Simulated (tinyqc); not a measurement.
# Thermoelectric coefficients of a parabolic band, Landauer integrals: two studies

Bulk parabolic band, x = (E - Ec)/kB T, C = hbar^2/(2 m0), kB T in eV. Modes per area gv m kB T x/(4 pi C) times the back-scattering length l0 x^rr give the transport function s0 X(x), s0 = (2 q^2/h) gv m kB T l0/(4 pi C), X = x^(1 + rr). I_k = int X (x - eta)^k w dx, w = 1/(4 cosh^2((x - eta)/2)).

Inputs (values chosen for the exercise):
```
symbol  value     unit                             meaning
T         300        K                         temperature
m        0.12       m0                  mass of one valley
gv          2                                      valleys
l0        4.8       nm     back-scattering length at x = 1
rr          0               energy exponent of that length
kL        2.5  W/(m K)        lattice thermal conductivity
eta         3           reduced Fermi level (EF - Ec)/kB T
```

Constants: q = 1.602176634e-19 C, kB = 1.380649e-23 J/K, hbar = 1.054571817e-34 J s, h = 6.62607015e-34 J s, m0 = 9.1093837015e-31 kg, Vt = kB T/q, hbar^2/(2 m0) = 0.0380998212 eV nm^2. Results are converted to the units shown.

Each table varies one quantity; the others keep the values above.

## Effect of the scattering exponent

sigma = s0 I_0, S = -(kB/q) I_1/I_0, Lorenz number L = (kB/q)^2 [I_2/I_0 - (I_1/I_0)^2], kappa_e = L sigma T. Power factor S^2 sigma, ZT = S^2 sigma T/(kappa_e + kL). The integrals are converged.

Effect of the scattering exponent:

| rr | sigma (S/cm) | S (uV/K) | kappa_e (W/(m K)) | power factor (mW/(m K^2)) | ZT | L (1e-8 V^2/K^2) |
|---|---|---|---|---|---|---|
| -0.5 | 79.167 | -54.437 | 0.045303 | 0.023460 | 0.0027651 | 1.9075 |
| 0 | 146.93 | -86.093 | 0.087516 | 0.10890 | 0.012626 | 1.9855 |
| 0.5 | 287.51 | -115.39 | 0.18199 | 0.38280 | 0.042819 | 2.1099 |
| 1 | 587.58 | -143.71 | 0.40052 | 1.2135 | 0.12551 | 2.2721 |
| 1.5 | 1247.5 | -171.82 | 0.92372 | 3.6828 | 0.32270 | 2.4682 |
| 2 | 2742.6 | -200.20 | 2.2182 | 10.992 | 0.69890 | 2.6960 |
| 2.5 | 6229.9 | -229.17 | 5.5214 | 32.719 | 1.2237 | 2.9543 |

What does the table show?

|S| rises from 54.4 to 229 uV/K, on average 58.2 uV/K for each unit of rr (kB/q = 86.2 uV/K in the non-degenerate limit), since a length that grows with energy favours hot carriers. The Lorenz number rises from 1.91 to 2.95 (1e-8 V^2/K^2). l0 is held fixed, so sigma changes too.

## Best figure of merit against the lattice conductivity

Same model as above.

For each row eta is chosen to maximise ZT; B = (kB/q)^2 s0 T/kL.

Best figure of merit against the lattice conductivity:

| kL (W/(m K)) | B | best eta | best ZT | S there (uV/K) |
|---|---|---|---|---|
| 0.12 | 0.08947 | 0.1208 | 0.3083 | -197.2 |
| 0.27 | 0.03977 | 0.3619 | 0.1485 | -183.3 |
| 0.59 | 0.01820 | 0.5076 | 0.07090 | -175.3 |
| 1.3 | 0.008259 | 0.5895 | 0.03289 | -171.0 |
| 2.8 | 0.003835 | 0.6303 | 0.01543 | -168.9 |
| 6.1 | 0.001760 | 0.6504 | 0.007116 | -167.8 |
| 13 | 8.259e-4 | 0.6597 | 0.003347 | -167.4 |
| 29 | 3.702e-4 | 0.6644 | 0.001502 | -167.1 |

Read the table: what changes, and by how much?

As B falls from 0.0895 to 3.70e-4, the best ZT falls from 0.308 to 0.00150, as B^(0.90) between the first two rows and B^(1.00) between the last two; the best eta moves from 0.12 to 0.66, towards the optimum of the power factor, since kappa_e matters less when kL is large.

Range of the model: Parabolic bands, elastic scattering and a fixed kL make these model figures, not those of a material.

Numbers from tinyqc (`OMP_NUM_THREADS=1 python tinyqc.py 2800006 2800007 out.jsonl`; about 0.08 s on one thread of a shared Intel Xeon 2.30GHz).
